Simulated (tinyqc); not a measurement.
# Wafer bonding and layer transfer: bond energy, gap closing, particles, bonding of dissimilar wafers and hydrogen blisters, step by step

A worked calculation. Computed by tinyqc, a small Python program that keeps every step. Command: `OMP_NUM_THREADS=1 python tinyqc.py 3014757 3014758 out.jsonl bond walk`. One thread of a shared host (Intel(R) Xeon(R) Processor @ 2.30GHz), about 0.01 s of CPU time with the checks. Intermediate numbers are printed to about 5 digits and carried at full precision; extremes and crossings named in words are read from the listed rows.

gamma is the energy per area of each of the two surfaces; plates are isotropic.

Inputs (values chosen for the exercise, with wafer 1 close to silicon):
```
quantity                                      value        unit
Young's modulus E1                              165         GPa
Young's modulus E2                             80.8         GPa
Poisson ratio nu                               0.29           -
thickness t1                                    625  micrometre
thickness t2                                    200  micrometre
blade thickness t_b                              50  micrometre
crack length L                                 7.17          mm
particle radius h                              0.91  micrometre
radius of a shallow gap R                       1.6          mm
half height of the gap h_g                      9.9          nm
expansion mismatch alpha_2 - alpha_1            3.6      1e-6/K
heating dT                                      425           K
implant depth d                                0.68  micrometre
hydrogen dose                                   5.1   1e16/cm^2
share of the dose released as H2               0.45           -
surface energy of the weakened plane gamma_s   0.85       J/m^2
anneal temperature T                            625           K
```

Pair: two different wafers.

Constants: k_B = 1.380649e-23 J/K.

## Bond energy from the blade test

Two cantilevers opened by t_b: gamma = 3 t_b^2 E1 t1^3 E2 t2^3/(16 L^4 (E1 t1^3 + E2 t2^3)).

bond energy gamma = 0.11284 J/m^2

An error of 5 % in L changes gamma by about 20 %. This is the level of van der Waals or hydrogen bonds, as after contact at room temperature. Caution: the crack is short against the thickness, so root rotation and shear add to the beam formula.

## Does a shallow gap close?

E' = E1/(1 - nu^2), equal wafers of thickness t1 assumed. A gap of radius R closes if h_g < h_c: h_c = R^2/sqrt((2/3) E' t1^3/gamma) for R > 2 t1 (plate bending), h_c = 3.6 sqrt(R gamma/E') for R < 2 t1 (local deformation).

closable height h_c = 158.81 nm

h_g/h_c = 0.062339

The gap closes.

## Void around a particle

E' = E1/(1 - nu^2), equal wafers assumed. Void radius in the plate regime: R_v = [(2/3) E' t1^3/gamma]^(1/4) h^(1/2). Below h_crit = 5 sqrt(t1 gamma/E') the wafers deform locally and R_v is of the order of h (taken as h).

critical particle radius = 0.098928 micrometre

void radius = 3830.0 micrometre

The void is 4200 times the particle.

## Heating a pair with different expansion

M = E/(1 - nu), misfit e = (alpha_2 - alpha_1) dT. Curvature k = 6 M1 M2 t1 t2 (t1 + t2) e/[M1^2 t1^4 + M2^2 t2^4 + 2 M1 M2 t1 t2 (2 t1^2 + 3 t1 t2 + 2 t2^2)]; force per width F = k (M1 t1^3 + M2 t2^3)/(6 (t1 + t2)); at the interface s1 = F/t1 + M1 k t1/2, s2 = -F/t2 - M2 k t2/2; stored biaxial energy U = F^2 [1/(M1 t1) + 1/(M2 t2)] + k^2 (M1 t1^3 + M2 t2^3)/12; the pair can part when U > 2 gamma.

curvature = 1.5234 1/m

force per width = 17.741 kN/m

stress in wafer 1 at the interface = 139.02 MPa

stress in wafer 2 at the interface = -106.04 MPa

stored energy U = 27.144 J/m^2

largest dT for this gamma = 38.752 K

U exceeds 2 gamma: the pair can debond; the bond strengthens on heating, so slow ramps or thinning one wafer first help. Caution: on a wafer of 100 mm the sag k R^2/2 would exceed half the thickness of the pair, beyond the small-deflection theory: the plate stiffens.

## Blistering after hydrogen implantation

A flat crack of radius r under a layer of thickness d, as a clamped plate: centre height w = 3 p r^4/(16 E' d^3), volume pi r^2 w/3, energy release G = 3 p^2 r^4/(32 E' d^3), E' = E1/(1 - nu^2). It grows when G = 2 gamma_s. The gas comes from the area pi r^2: p V = (dose x share/2) pi r^2 k_B T, and G = p w/2 = (3/2) N k_B T with N the H2 molecules per area. Share needed: G = 2 gamma_s. The pressure and height at growth are given for r = 10 d.

energy release G = 1.4853 J/m^2

share of the dose needed = 0.51506

pressure at growth = 21.918 MPa

height at growth = 155.12 nm

The released gas does not suffice by this estimate. In this plate limit G depends on neither r nor d.

## Closable height against the size of the gap

The formulas are those given above.

Gap closing:
```
R (mm)    regime    h_c (nm)  slope h_c/R
1.00e-04   local  9.0097e-01    0.0090097
1.00e-03   local  2.8491e+00    0.0028491
1.00e-02   local  9.0097e+00    0.0009010
1.00e-01   local  2.8491e+01    0.0002849
5.00e-01   local  6.3708e+01    0.0001274
2.00e+00   plate  2.4814e+02    0.0001241
5.00e+00   plate  1.5509e+03    0.0003102
2.00e+01   plate  2.4814e+04    0.0012407
5.00e+01   plate  1.5509e+05    0.0031017
```

Roughness of 100 nm scale may be 0.90 nm in half height, waviness of radius 5 cm as much as 160 micrometre: h_c goes as R^(1/2) when the wafer deforms locally and as R^2 when it bends. The allowed slope is least near R = 2 t1, so defects about 4 t1 wide are the hardest to close; bow matters little.

Checks made by the program: gamma against the derivative of the beam energy (relative difference below 1e-10).
